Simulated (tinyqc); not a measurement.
# Worked calculation: quantum-well laser, gain and threshold

tinyqc, about 0.01 s, one thread, Intel Xeon 2.30GHz (shared host): `OMP_NUM_THREADS=1 python tinyqc.py 2840131 2840132 out.jsonl` Printed values are rounded.

One electron and one heavy-hole subband per well, parabolic, with equal sheet densities n of electrons and holes; k-conserving transitions, TE polarisation, no line broadening, so the gain starts as a step at E0 and peaks there. All wells are pumped alike.

Parameters, values chosen for the exercise; well values close to those of InGaN:

| symbol | value | unit | meaning |
|---|---|---|---|
| T | 293 | K | temperature |
| E0 | 2.74 | eV | lowest transition energy |
| me | 0.187 | m0 | in-plane electron mass |
| mh | 1.06 | m0 | in-plane hole mass |
| Ep | 16.1 | eV | Kane energy |
| nr | 2.46 |  | refractive index |
| Lw | 4 | nm | well width |
| Nw | 3 |  | number of wells |
| Gw | 0.029 |  | optical confinement per well |
| ai | 2 | 1/cm | internal loss |
| Lc | 750 | um | cavity length |
| R1 | 0.3 |  | front reflectance |
| R2 | 0.9 |  | back reflectance |
| A | 7.8e7 | 1/s | defect recombination coefficient |
| B | 5.5e-5 | cm^2/s | radiative coefficient per well |
| C | 3.4e-18 | cm^4/s | Auger coefficient per well |
| eta | 0.92 |  | injection efficiency |
| Wd | 2 | um | stripe width |

Constants: q = 1.602176634e-19 C, kB = 1.380649e-23 J/K, eps0 = 8.8541878128e-12 F/m, hbar = 1.054571817e-34 J s, m0 = 9.1093837015e-31 kg, c = 299792458 m/s, Vt = kB T/q. Results are converted to the units shown.

Range of the model: Polarisation fields, which separate electrons and holes in nitride wells and lower the gain, are left out.

## Densities of states, saturated gain and threshold gain

Nc = me kB T/(pi hbar^2), Nv = mh kB T/(pi hbar^2), mr = me mh/(me + mh) in m0, g0(E) = q^2 Ep mr/(4 nr eps0 c hbar E Lw) (squared momentum element m0 Ep/4, joint density of states mr/(pi hbar^2 Lw) for both spins). Mirror loss am = ln(1/(R1 R2))/(2 Lc); threshold gain gth = (ai + am)/(Nw Gw).

Nc = 1.972329e12 cm^-2
Nv = 1.118005e13 cm^-2
mr = 0.1589575 m0
g0(E0) = 21760.88 1/cm
am = 8.728889 1/cm
gth = 123.3206 1/cm

## Iteration 1: threshold density by Newton steps

n at the start = 3.8e12 cm^-2

fe = 1 - exp(-n/Nc) and fh = 1 - exp(-n/Nv) are the fillings of the two band edges; f = g0 (fe + fh - 1) - gth; f' = g0 [(1 - fe)/Nc + (1 - fh)/Nv]; n(new) = n - f/f'.

fe = 0.8543657
fh = 0.2881523
f = 2977.996 1/cm
f' = 2.992339e-9 cm
n after iteration 1 = 2.804793e12 cm^-2

## Iteration 2: threshold density by Newton steps

As before.

fe = 0.7587863
fh = 0.2218803
f = -544.0321 1/cm
f' = 4.175867e-9 cm
n after iteration 2 = 2.935073e12 cm^-2

## Course of the iteration: threshold density by Newton steps

Stop when n changes by less than 1000 cm^-2, or after 30 iterations. n must stay positive.

Course of the iteration:

| iteration | n (cm^-2) | \|change\| (cm^-2) |
|---|---|---|
| 1 | 2.804793e12 | 9.95e11 |
| 2 | 2.935073e12 | 1.30e11 |
| 3 | 2.938170e12 | 3.10e9 |
| 4 | 2.938171e12 | 1.68e6 |
| 5 | 2.938171e12 | 0.495 |

Converged in 5 iterations. At the end the number of correct digits about doubles with each step.

## Quasi-Fermi levels and threshold current

nth = 2.938171e12 cm^-2

Fc = Vt ln(exp(n/Nc) - 1) above the electron subband edge, Fv = Vt ln(exp(n/Nv) - 1) below the hole subband edge; gain extends from E0 to E0 + Fc + Fv. Jth = q Nw (A n + B n^2 + C n^3)/eta at n = nth, Ith = Jth Wd Lc; differential efficiency of both facets eta am/(ai + am).

Fc = 0.03116294 eV
Fv = -0.03035067 eV
width of the gain band = 8.122633e-4 eV
Jth = 412.8519 A/cm^2
Ith = 6.192778 mA
differential efficiency = 0.7485004

The electrons are degenerate and the holes not degenerate at the band edge. Defect, radiative and Auger recombination carry 29, 60 and 11 % of the threshold current. Transparency (g = 0) needs n = 2.91e12 cm^-2.

## Gain spectrum at threshold

| point | E - E0 (eV) |
|---|---|
| 0 | 0 |
| 1 | 0.0002 |
| 2 | 0.0004 |
| 3 | 0.0006 |
| 4 | 0.0008 |
| 5 | 0.001 |
| 6 | 0.0012 |
| 7 | 0.0014 |

At photon energy E: fe = 1/(1 + exp(((mr/me)(E - E0) - Fc)/Vt)), fh = 1/(1 + exp(((mr/mh)(E - E0) - Fv)/Vt)), g = g0(E0)(E0/E)(fe + fh - 1).

| point | fe | fh | g (1/cm) |
|---|---|---|---|
| 0 | 0.7745589 | 0.2311081 | 123.3206 |
| 1 | 0.7733810 | 0.2308971 | 93.0892 |
| 2 | 0.7721987 | 0.2306863 | 62.7707 |
| 3 | 0.7710121 | 0.2304755 | 32.3651 |
| 4 | 0.7698212 | 0.2302649 | 1.8725 |
| 5 | 0.7686259 | 0.2300544 | -28.7070 |
| 6 | 0.7674263 | 0.2298441 | -59.3734 |
| 7 | 0.7662223 | 0.2296339 | -90.1264 |

The gain turns into absorption at E - E0 = Fc + Fv = 8.12e-4 eV (Bernard-Duraffourg condition), inside the listed range.
